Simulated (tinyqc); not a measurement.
Inside a calculation. Method: coherent transport through a tight-binding region between two chains. One step of it, computed by the program tinyqc.

Task: Transmission at E = -0.17 eV. Surface Green function g = (E - i sqrt(4 t^2 - E^2)) / (2 t^2); self-energy tc^2 g on each contact site; G = (E - H - Sigma)^(-1); Gamma = -2 Im Sigma; T = Gamma_L Gamma_R |G_LR|^2; local density of states -Im G_ii / pi.

H of the central region (eV), lower triangle:
```
           1          2         3
1   0.000000
2  -0.860000   0.000000
3   0.000000  -0.950000  0.000000
```

Leads: semi-infinite chains with site energy 0:
```
parameter                           value
lead hopping t (eV)              2.480000
coupling to the left lead (eV)   0.840000
coupling to the right lead (eV)  0.870000
left contact site                       1
right contact site                      3
```

E = -0.170000 eV

Give: g; G; local density of states; transmission.

Result:

g = -0.0138-0.4030i 1/eV

G (1/eV), lower triangle:
```
                 1               2                3
1  -0.7360-1.4467i
2   0.5473-0.0262i  0.0933-0.1859i
3   0.7642+1.3049i  0.5739-0.0095i  -0.5891-1.1830i
```

local density of states (1/eV): 0.4605  0.0592  0.3766

transmission = 0.7934
